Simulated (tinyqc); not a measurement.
Illuminated p-n diode, drift-diffusion by the Gummel loop with Scharfetter-Gummel fluxes: one step of the calculation.

Abrupt junction at x = 0, p side from -Lp, n side to Ln, ohmic contacts. psi is counted from the intrinsic level; n = ni exp((psi - phin)/Vt), p = ni exp((phip - psi)/Vt). Contacts: p side psi = V - Vt ln(Na/ni), p = Na, n = ni^2/Na; n side psi = Vt ln(Nd/ni), n = Nd, p = ni^2/Nd. Constant mobilities, D = mu Vt, Boltzmann statistics, SRH recombination through a mid-gap level, U = (n p - ni^2)/(tp (n + ni) + tn (p + ni)). Current is positive from the p contact to the n contact.

Problem. Poisson equation. With phin and phip held, solve a_i (psi_(i+1) - psi_i) - a_(i-1) (psi_i - psi_(i-1)) + q w_i (p_i - n_i + C_i) = 0 for the inner nodes by Newton steps to convergence; a_i = eps0 eps_r/h_i, h_i = x_(i+1) - x_i, w_i = (h_(i-1) + h_i)/2, C = -Na or +Nd.

Parameters, values chosen for the exercise; band and dielectric values those of a made-up semiconductor: temperature T = 300 K; relative permittivity eps_r = 11.4; acceptor density of the p side Na = 2.6e16 cm^-3; donor density of the n side Nd = 6.7e16 cm^-3; bias of the p contact V = 0.26 V.

Constants: q = 1.602176634e-19 C, kB = 1.380649e-23 J/K, Vt = kB T/q, eps0 = 8.8541878128e-14 F/cm where lengths are in cm. Results are converted to the units shown.

x, node 0 to 11 (nm): [-1400, -773, -413, -206, -87.5, -19.5, 19.5, 79.2, 170, 310, 523, 850]
ni = 9.2387001e11 cm^-3
phin at the start, node 0 to 11 (V): [0.26, 0, 0, 0, 0, 0, 0, 0, 0, 0, 0, 0]
phip at the start, node 0 to 11 (V): [0.26, 0.26, 0.26, 0.26, 0.26, 0.26, 0.26, 0.26, 0.26, 0.26, 0.26, 0]

Find: psi; n after Poisson; p after Poisson.

Solution.

psi, node 0 to 11 (V): [-0.00485, -0.00486, -0.00485, -0.00446, 0.00772, 0.11552, 0.26291, 0.28798, 0.28930, 0.28933, 0.28933, 0.28933]
n after Poisson, node 0 to 11 (cm^-3): [3.2828e7, 7.6567e11, 7.6579e11, 7.7736e11, 1.2454e12, 8.0601e13, 2.4117e16, 6.3606e16, 6.6922e16, 6.7000e16, 6.7000e16, 6.7000e16]
p after Poisson, node 0 to 11 (cm^-3): [2.6000e16, 2.6001e16, 2.5997e16, 2.5610e16, 1.5985e16, 2.4700e14, 8.2547e11, 3.1299e11, 2.9748e11, 2.9714e11, 2.9713e11, 1.2739e7]

tinyqc, about 0.7 s, one thread, Intel Xeon 2.30GHz (shared host): `OMP_NUM_THREADS=1 python tinyqc.py 2240170 2240171 out.jsonl`
